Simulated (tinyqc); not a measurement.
Worked calculation: ellipsoidal valleys in the axes of a wafer and a channel. Values are carried at full precision from step to step, so a last printed digit may differ when a step is redone from the rounded ones.

Valleys with axes a along [111], [1-1-1], [-11-1] and [-1-11], one whole valley each; inverse mass tensor w = 1/mt + (1/ml - 1/mt) a a. Device axes: z = nz/|nz|, x = nx/|nx|, y = z cross x; in them a = (ax, ay, az). Confinement mass mz = 1/w_zz. In the plane w_ij is replaced by u_ij = w_ij - w_iz w_jz/w_zz (i, j = x, y); density-of-states mass md = 1/sqrt(det u); conductivity mass along x mc = 1/u_xx; ballistic transport mass mx = u_yy/det u, width mass my = 1/u_yy.

Constants: hbar^2/2m0 = 3.80998211 eV angstrom^2; kB = 8.617333262e-05 eV/K.

Parameters, chosen for this exercise (near those of the L valleys of Ge; not measured data): ml = 1.554 m0 (longitudinal mass); mt = 0.081 m0 (transverse mass); nz = (1, 1, 2) (surface normal (confinement)); nx = (1, 1, -1) (channel direction); t = 6.6 nm (thickness of the film); T = 400 K (temperature).

## Device axes and valley axes

Give the rows x, y, z in cubic components and each valley axis in device components.

device axes:
```
     [100]   [010]    [001]
x   0.5774  0.5774  -0.5774
y  -0.7071  0.7071   0.0000
z   0.4082  0.4082   0.8165
```

valley axes:
```
              ax       ay       az
[111]     0.3333   0.0000   0.9428
[1-1-1]   0.3333  -0.8165  -0.4714
[-11-1]   0.3333   0.8165  -0.4714
[-1-11]  -1.0000   0.0000   0.0000
```

## Tensors of the valley [-1-11]

Form w and the reduced tensor u.

w (1/m0):
```
        x        y        z
x  0.6435   0.0000   0.0000
y  0.0000  12.3457   0.0000
z  0.0000   0.0000  12.3457
```

u (1/m0):
```
        x        y
x  0.6435   0.0000
y  0.0000  12.3457
```

w_xz = w_yz = 0: the normal is a principal axis and u is the upper block of w.

## Masses of all valleys

Give mz, md, mc, mx and my.

Masses (m0):
```
valley       mz      md      mc      mx      my
[111]    0.5145  0.1408  0.2447  0.2447  0.0810
[1-1-1]  0.1026  0.3152  0.0935  0.2447  0.4061
[-11-1]  0.1026  0.3152  0.0935  0.2447  0.4061
[-1-11]  0.0810  0.3548  1.5540  1.5540  0.0810
```

mz md^2 = ml mt^2 = 0.01020 for every valley, so a heavy confinement mass comes with a small density of states. The heaviest mz is 0.514, for [111].

## Subbands and shares in a film

Hard walls: E_n = c (n pi/t)^2/mz, c = hbar^2/2m0, n = 1, 2, 3. Non-degenerate share of a valley proportional to md sum_n exp(-E_n/kT); mean 1/mc = sum of share/mc. 1 nm = 10 angstrom.

Give the ladders, the shares and the mean conductivity mass.

Subbands:
```
valley   E1 (meV)  E2 (meV)  E3 (meV)  share
[111]        16.8      67.1     151.0  0.604
[1-1-1]      84.1     336.5     757.1  0.153
[-11-1]      84.1     336.5     757.1  0.153
[-1-11]     106.6     426.3     959.2  0.090
```

mean mc = 0.1723 m0

The lowest ladder ([111]) holds 60 % of the electrons in these valleys, the next starts 67 meV higher.

## Checks

- mz md^2 against ml mt^2: they agree to 1e-10 or better.
- mx my against md^2: they agree to 1e-10 or better.

Run: tinyqc, `OMP_NUM_THREADS=1 python tinyqc.py 1850017 1850018 out.jsonl`; Intel(R) Xeon(R) Processor @ 2.30GHz, one thread, shared host; about 0.01 s of CPU time with all checks.
